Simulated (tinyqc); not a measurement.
Ballistic transport through the one-dimensional subbands of a rectangular nanowire or nanosheet channel: one step, computed by the program tinyqc.

Hard walls, parabolic subbands, transport along x. Energies are counted from the bulk conduction band edge at the top of the barrier, which the gate pulls down by U; the source Fermi level lies at the bulk edge when U = 0.

Task: Conductance, capacitance and scattering. Linear conductance G = (2 e^2/h) sum_i g f(eta_i), g = 2, f = 1/(1 + exp(-eta_i)), with the barrier frozen at the eta_i above; current per perimeter I/(2(a + b)); with scattering, transmission lambda/(lambda + L) and low-bias resistance (1 + L/lambda)/G.

Inputs (values chosen for the exercise, modelled on silicon):

| quantity | value | unit |
|---|---|---|
| height a | 4.2 | nm |
| width b | 4.8 | nm |
| temperature T | 300 | K |
| mean free path for back-scattering lambda | 5.1 | nm |
| channel length L | 100 | nm |

Valleys: silicon [100] wire.

Occupation:

| subband | eta_i | n_i (1/nm) | I_i (microampere) |
|---|---|---|---|
| 1 | 3.177029 | 6.181905e-01 | 6.896232e+00 |
| 2 | 2.369710 | 4.852670e-01 | 6.107683e+00 |
| 3 | 0.491118 | 2.040037e-01 | 3.030574e+00 |
| 4 | 0.313309 | 1.829742e-01 | 2.730466e+00 |
| 5 | -0.267534 | 2.722408e-01 | 1.856329e+00 |
| 6 | -3.114025 | 1.002095e-02 | 1.484752e-01 |
| 7 | -3.985400 | 4.259341e-03 | 6.302133e-02 |
| 8 | -6.791101 | 2.603629e-04 | 3.848516e-03 |
| 9 | -7.912292 | 8.489056e-05 | 1.254742e-03 |
| 10 | -9.477012 | 1.775782e-05 | 2.624685e-04 |

ballistic current I = 20.83815 microampere

Constants: e = 1.602176634e-19 C; h = 6.62607015e-34 J s.

Give: open modes sum g f; ballistic conductance; current per perimeter; transmission; low-bias resistance with scattering.

Result:

open modes sum g f = 7.1367

ballistic conductance = 552.96 microsiemens

current per perimeter = 1157.7 microampere/micrometre

transmission = 0.048525

low-bias resistance with scattering = 37.268 kiloohm

Even without scattering the wire has h/(2 e^2 M) = 1.81 kiloohm, which sits in the contacts.
